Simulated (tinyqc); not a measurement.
Inside a calculation. Model: band bending at a free surface with one surface level, surface photovoltage and Kelvin probe.

Program tinyqc, `OMP_NUM_THREADS=1 python tinyqc.py 2430066 2430067 out.jsonl`; Intel Xeon 2.30GHz, shared host, one thread, about 0.01 s. Printed values are rounded.

n-type bulk, xi = Ec - EF = Vt ln(Nc/Nd), p0 = ni^2/Nd, ni = sqrt(Nc Nv) exp(-Eg/(2 Vt)), Eg in volts. b is the upward band bending, u = b/Vt. Space charge per area, in units of q: Qc = sign(b) sqrt((2 eps0 eps_r Vt/q) [(Nd + dn)(exp(-u) - 1) + Nd u + (p0 + dn)(exp(u) - 1)]), with dn the excess density under light (flat quasi-Fermi levels; 0 in the dark). The level holds -Ns f, f = 1/(1 + exp((xi + b - Es)/Vt)). Neutrality: Qc + Qf + (charge of the states) = 0.

Parameters, values chosen for the exercise; band and dielectric values close to those of 4H silicon carbide: temperature T = 300 K; band gap Eg = 3.23 eV; relative permittivity eps_r = 9.84; conduction-band density of states at T Nc = 1.69e19 cm^-3; valence-band density of states at T Nv = 2.54e19 cm^-3; electron affinity chi = 3.59 eV; donor density Nd = 2.7e15 cm^-3; fixed positive charge at the surface Qf = 8.8e10 cm^-2; work function of the probe tip pt = 4.38 eV; density of an acceptor-like surface level Ns = 2.6e12 cm^-2; its depth below the conduction edge Es = 0.89 eV; excess carrier density under light dn = 1.2e12 cm^-3.

Constants: q = 1.602176634e-19 C, kB = 1.380649e-23 J/K, Vt = kB T/q, eps0 = 8.8541878128e-14 F/cm where lengths are in cm. Results are converted to the units shown.

## Bulk quantities

xi, ni, p0, the Debye length sqrt(eps0 eps_r Vt/(q Nd)) and the flat-band work function chi + xi.

xi = 0.225993 eV
ni = 1.53304e-8 cm^-3
p0 = 8.70452e-32 cm^-3
Debye length = 72.1576 nm
chi + xi = 3.81599 eV

## Charges against band bending

b, point 0 to 6 (V): 0.217  0.362  0.507  0.652  0.797  0.941  1.086

Evaluate Qc, the surface charge Qf - Ns f and their sum in the dark; the root lies where the sum changes sign.

```
point	Qc (cm^-2)	surface charge (cm^-2)	sum (cm^-2)
0	7.49213e10	-2.51200e12	-2.43708e12
1	9.93525e10	-2.51198e12	-2.41263e12
2	1.18865e11	-2.50602e12	-2.38716e12
3	1.35598e11	-1.50857e12	-1.37297e12
4	1.50481e11	7.29250e10	2.23406e11
5	1.63930e11	8.79422e10	2.51873e11
6	1.76440e11	8.79998e10	2.64440e11
```

The sum rises steadily with b, so there is one root; bisection gives b = 0.72416 V.

## Work function and Kelvin-probe reading

converged b = 0.724161 V

Work function chi + xi + b; contact potential difference CPD = (work function of the sample) - pt. Depth of EF below Ec at the surface: xi + b. Depletion width Qc/Nd.

xi + b = 0.950154 eV
Qc = 1.43198e11 cm^-2
Qc/Nd = 530.363 nm
work function = 4.54015 eV
CPD = 160.154 mV

The level is 8.89 % filled: the Fermi level is pinned at it.

## Surface photovoltage

Under chopped light the surface charge keeps its dark value, so b falls to bL with Qc(bL, dn) = Qc(b, 0); the photovoltage is b - bL. Qc rises with b, so bL follows by bisection.

bL = 0.273442 V
photovoltage = 450.719 mV
share of b removed = 62.2402 %
excess holes at the surface, dn exp(bL/Vt) = 4.70757e16 cm^-3
